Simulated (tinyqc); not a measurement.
Spectrum around the optical phonon: single-oscillator infrared dielectric function of a polar cubic crystal. Computed by tinyqc, a small Python program. Command: `OMP_NUM_THREADS=1 python tinyqc.py 3027266 3027267 out.jsonl infrared walk`. One thread of a shared host (Intel(R) Xeon(R) Processor @ 2.30GHz), about 0.01 s of CPU time with the checks.

One ion pair, charges +Z* and -Z*, in a cell of volume Omega = a^3/4. Frequencies omega are given as wavenumbers (1/cm); eps_s is the static dielectric constant.

Inputs (values chosen for the exercise, modelled on lead telluride):
```
quantity              value      unit
lattice constant a     6.46  angstrom
mass M_A              207.2         u
mass M_B              127.6         u
omega_TO               32.3      1/cm
Born charge Z*         6.73         e
eps_inf                33.6         -
phonon damping gamma    2.9      1/cm
```

Structure: rock salt. Free carriers: absent.

Constants: nu for 1 eV/(angstrom^2 u) = 15.6333042 THz; 1 THz = 33.35640952 1/cm; e^2/(4 pi eps_0) = 14.39964548 eV angstrom.

Method:
- mu = M_A M_B/(M_A + M_B); ionic plasma term W^2 = 4 pi Z*^2 (e^2/(4 pi eps_0))/(Omega mu) in eV/(angstrom^2 u), turned into 1/cm by W = 15.6333042 x 33.35640952 x sqrt(W^2); omega_LO^2 = omega_TO^2 + W^2/eps_inf; eps_s = eps_inf + W^2/omega_TO^2; Szigeti charge 3 Z*/(eps_inf + 2); longitudinal (Callen) charge Z*/eps_inf.
- eps(omega) = eps_inf + W^2/(omega_TO^2 - omega^2 - i gamma omega); n + i k = sqrt(eps) with k >= 0; R = |(n + i k - 1)/(n + i k + 1)|^2 at normal incidence from vacuum.
- The loss function is Im(-1/eps).

omega_LO = 116.216 1/cm

W = 647.112 1/cm

Spectrum:
```
omega (1/cm)    Re eps    Im eps         R  Im(-1/eps)
16.1            565.78    31.690   0.84530  9.8688e-05
27.5            1387.9    376.28   0.90070  1.8196e-04
31.3            2201.7    3094.3   0.94394  2.1456e-04
32.3              33.6    4470.5   0.95843  2.2367e-04
53.3           -197.64    19.884   0.98595  5.0393e-04
74.3           -59.714    4.4908   0.98110   0.0012523
99.4           -13.736    1.5441   0.94541   0.0080818
116           -0.11118   0.91362   0.20304      1.0786
119             1.6992   0.83924  0.038374     0.23366
123             3.8900   0.75236   0.11196    0.047926
134             8.8533   0.56860   0.24755   0.0072245
174             19.279   0.24719   0.39567  6.6494e-04
291             28.594  0.050513   0.46910  6.1782e-05
```

R peaks among these rows at 53.3 per cm with 0.99 and is lowest, 0.038, at 119; far above omega_LO it tends to ((sqrt(eps_inf) - 1)/(sqrt(eps_inf) + 1))^2 = 0.498. Im eps is largest at 32.3 and the loss function at 116: absorption marks the TO mode and the loss function the LO mode. Re eps is negative in some rows, where R averages 0.78.

Extremes, crossings and ranges named in words are read from the listed rows.
